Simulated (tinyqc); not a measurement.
# Absorption coefficient and reflectance from two thicknesses

Question. With transparent contact layers the responsivity is (1 - Rf)(1 - exp(-al wi)) q lam/(h c). The second absorber is twice as thick as the first. Find al and Rf.

Inputs (values chosen for the exercise):
```
symbol,value,unit,meaning
lam,650,nm,wavelength
```

Constants: q = 1.602176634e-19 C, h = 6.62607015e-34 J s, c = 299792458 m/s. Results are converted to the units shown.

responsivity for wi = 0.6 and 1.2 um (A/W): [0.066642756, 0.12118341]

Solution. The ratio of the responsivities is 1 + exp(-al w1), which gives al; either value then gives 1 - Rf.

al = 3340 1/cm
Rf = 0.3000

Computed by the program tinyqc: `OMP_NUM_THREADS=1 python tinyqc.py 2250044 2250045 out.jsonl`, one thread of a shared Intel Xeon 2.30GHz, about 0.01 s for the whole run.
